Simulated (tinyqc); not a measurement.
From results back to parameters: sp3s* tight binding. Three cases, with inputs chosen for the exercise.

Problem. Without spin-orbit coupling the s levels at Gamma are the roots of [[Esa, Vss], [Vss, Esc]], the p levels those of [[Epa, Vxx], [Vxx, Epc]], and the doubly degenerate valence level at X is the lower root of [[Epa, Vxy], [Vxy, Epc]]. The atomic differences are given; the levels below come from hidden parameters.

Find: Esa, Esc, Epa, Epc; |Vss|, |Vxx|, |Vxy|.

Method. The mean of a pair of roots is the mean of the two levels, which with the given difference fixes both; half the splitting, squared, less a quarter of the squared difference is V^2. At X the lower root lies sqrt((dEp/2)^2 + Vxy^2) below the mean p level.

Case 1.

Values chosen (out of a larger set: near a published set for GaAs, fitted to gaps, whose masses and valley positions are rough; not measured data): dEs = 5.712 eV (Esc - Esa); dEp = 2.617 eV (Epc - Epa).

s levels at Gamma (eV): -12.51133  1.50533

p levels at Gamma (eV): -0.01030  4.71130

valence level X5 = -2.85465 eV

Solution.

Esa, Esc, Epa, Epc (eV): -8.359  -2.647  1.042  3.659

|Vss|, |Vxx|, |Vxy| (eV): 6.400  1.965  5.038

Case 2.

Values chosen (out of a larger set: near a published set for GaP, fitted to gaps, whose masses and valley positions are rough; not measured data): dEs = 5.897 eV (Esc - Esa); dEp = 2.978 eV (Epc - Epa).

s levels at Gamma (eV): -13.17149  2.88649

p levels at Gamma (eV): 0.00531  5.22269

valence level X5 = -2.71524 eV

Solution.

Esa, Esc, Epa, Epc (eV): -8.091  -2.194  1.125  4.103

|Vss|, |Vxx|, |Vxy| (eV): 7.468  2.142  5.117

Case 3.

Values chosen (out of a larger set: near a published set for GaAs, fitted to gaps, whose masses and valley positions are rough; not measured data): dEs = 5.748 eV (Esc - Esa); dEp = 2.648 eV (Epc - Epa).

s levels at Gamma (eV): -12.48531  1.47131

p levels at Gamma (eV): -0.00694  4.72694

valence level X5 = -2.90325 eV

Solution.

Esa, Esc, Epa, Epc (eV): -8.381  -2.633  1.036  3.684

|Vss|, |Vxx|, |Vxy| (eV): 6.359  1.962  5.094

Computed by tinyqc, one run a case: `OMP_NUM_THREADS=1 python tinyqc.py N N+1 out.jsonl` with N = 1482083, 1482233, 1482270; one thread of a shared Intel(R) Xeon(R) Processor @ 2.30GHz, about 0.09 s a run at most.
